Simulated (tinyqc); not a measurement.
Comparisons within one model: inter-valley coupling by envelope functions against a chain of atomic planes. A value that a table varies takes the place of the one given here.

Chain: E(phi) = e0 + 2 v cos(phi) + 2 u cos(2 phi), cos(phi0) = -v/(4u), e0 = 2u + v^2/(4u); plane j = 0, 1, ... has the potential V_j = dE x_j + F (j - 30) a/4 (1 MV/m = 1e-4 V/angstrom). There are 30 barrier planes a side; with y = j - 29.5, x_j = xb (f(y) + f(Nw - y)), f(y) = 1/(1 + exp(y/L)), plus any Ge added in the well. The valley splitting is the spacing of the two lowest levels. Envelope theory: F_j solves a one-valley chain with hopping -b and diagonal 2b + V_j, b = 4u sin^2(phi0), sum F_j^2 = 1; the valleys couple by Dv = sum_j F_j^2 V_j exp(-2 i phi0 j) and split by 2|Dv|.

Values chosen for the exercise (near those of the Delta valleys of silicon in a SiGe well; not measured data): a = 5.431 angstrom (lattice constant; planes lie a/4 apart); u = 0.603 eV (second-neighbour hopping); v = 0.675 eV (nearest hopping); Nw = 69 (planes in the well); L = 1.5 planes (interface width); xb = 0.23 (Ge fraction of the barriers); dE = 0.54 eV (offset per unit Ge fraction); F = 2 MV/m (field); xs = 0.18 (Ge fraction added on that plane); xw = 0.011 (mean Ge fraction of the wiggle); x0 = 9710 (start of the number sequence); na = 4000 (atoms a plane under the dot); js = 47 (plane j of a Ge spike (the well starts at j = 30)).

## Position of the spike

The spike is moved through the well; position counted from the first well plane, j - 30.

Against position:

| j - 30 | F_j^2, smooth | mean of the doublet (meV) | splitting, chain (micro-eV) | envelope | first order |
|---|---|---|---|---|---|
| 3 | 0.00536 | 12.38 | 698 | 667 | 1042 |
| 8 | 0.01390 | 12.84 | 1633 | 1531 | 2702 |
| 14 | 0.02422 | 13.47 | 2893 | 2739 | 4709 |
| 21 | 0.03029 | 14.09 | 4128 | 4032 | 5888 |
| 28 | 0.02838 | 14.09 | 4116 | 4039 | 5517 |
| 34 | 0.02259 | 13.54 | 3019 | 2933 | 4391 |
| 45 | 0.01046 | 12.63 | 1202 | 1127 | 2033 |
| 55 | 0.00337 | 12.22 | 388 | 363 | 654 |
| 66 | 0.00032 | 12.05 | 45 | 43 | 62 |

The splitting is largest at plane 21 among these rows (4128 micro-eV), and the smooth envelope peaks at plane 23, counting all planes; without a spike it is 0.034. Where the splitting exceeds 20 micro-eV the envelope theory lies within 6.5 % of the chain and first order within 69 %.

## A periodic Ge profile (wiggle well)

periods (planes): pi/phi0 1.69410, pi/(pi - phi0) 2.44072

Added fraction xw (1 - cos(2 pi (j - 30)/p)) on the well planes; p = f times the resonant period pi/(pi - phi0). At resonance the estimate is dE xw.

Against period:

| f | p (planes) | mean of the doublet (meV) | splitting, chain (micro-eV) | envelope |
|---|---|---|---|---|
| 0.90 | 2.1966 | 17.88 | 94 | 100 |
| 0.95 | 2.3187 | 17.66 | 1277 | 1334 |
| 0.98 | 2.3919 | 17.69 | 4551 | 4740 |
| 0.99 | 2.4163 | 17.85 | 5504 | 5586 |
| 1.00 | 2.4407 | 17.93 | 5904 | 5885 |
| 1.01 | 2.4651 | 17.86 | 5575 | 5583 |
| 1.02 | 2.4895 | 17.72 | 4725 | 4798 |
| 1.05 | 2.5628 | 17.61 | 1760 | 1733 |
| 1.10 | 2.6848 | 17.84 | 217 | 203 |
| 1.50 | 3.6611 | 17.93 | 8 | 8 |
| 3.00 | 7.3222 | 17.93 | 2 | 2 |

The splitting peaks at f = 1 with 5.90 meV, against the estimate dE xw = 5.94 meV, and is 0.77 and 0.80 of the value at f = 1 two per cent off to either side: the width of the resonance is set by the number of periods under the envelope. At f = 3 it is 2 micro-eV. The chain has one orbital a plane and knows only this resonance; longer periods that work through other bands are outside it.

## Random alloy fluctuations

A uniform fraction x is added on all planes. Each plane j then fluctuates by q sqrt(x_j (1 - x_j)/na) in Ge fraction, q = sqrt12 (z/2147483647 - 1/2) with z(new) = 16807 z mod 2147483647 from x0, restarted for each row; 24 samples. Theory: Dv is a complex Gaussian with sigma^2 = dE^2 sum F_j^4 x_j (1 - x_j)/na, and the mean splitting is sqrt(pi) sigma if the smooth part is negligible.

Splitting (micro-eV):

| x | sigma | sqrt(pi) sigma | mean of 24 | least | largest |
|---|---|---|---|---|---|
| 0.00 | 17.9 | 31.7 | 36.4 | 7.1 | 77.0 |
| 0.01 | 127.6 | 226.1 | 215.8 | 28.7 | 484.6 |
| 0.02 | 178.6 | 316.6 | 302.6 | 47.4 | 692.9 |
| 0.05 | 277.2 | 491.4 | 472.2 | 81.8 | 1095.1 |
| 0.10 | 381.3 | 675.7 | 653.5 | 114.3 | 1520.3 |

Without added Ge the disorder sits in the barriers, where the state is small: mean 36.4 micro-eV, against 0.034 for the smooth well. With 5 % Ge in the well the mean is 472, theory 491, with a statistical error of about 11 % for 24 samples; the miss is -4 %, and since every row reuses one sequence the rows with added Ge miss alike. The spread grows with the mean: at 5 % the samples run from 82 to 1095, so small splittings remain possible. sigma falls as 1/sqrt(na) for larger dots. A chain with one orbital a plane has no Bloch-function factor, which scales all these couplings down in fuller models.

## What each parameter does

Chain with the spike on plane js. Each row changes one parameter from the base and keeps the others.

Results:

| case | level (meV) | splitting (micro-eV) |
|---|---|---|
| base | 13.774 | 3493.2 |
| Nw = 75 | 13.576 | 3299.6 |
| L = 2 planes | 14.006 | 3400.6 |
| xb = 0.28 | 13.916 | 3434.8 |
| dE = 0.594 eV | 13.942 | 3660.6 |
| F = 4 MV/m | 20.954 | 5210.5 |
| js = 50 | 14.026 | 3997.5 |
| xs = 0.234 | 14.046 | 4036.6 |

The largest shifts from the base row, up to three for each result and ties (the steps differ in size, so this ranks the rows, not the parameters). level (meV): F +7.180, xs +0.272, js +0.252. splitting (micro-eV): F +1717.3, xs +543.4, js +504.3.

(tinyqc, `OMP_NUM_THREADS=1 python tinyqc.py 1452802 1452803 out.jsonl`, Intel(R) Xeon(R) Processor @ 2.30GHz, 1 thread, shared host, about 0.06 s.)
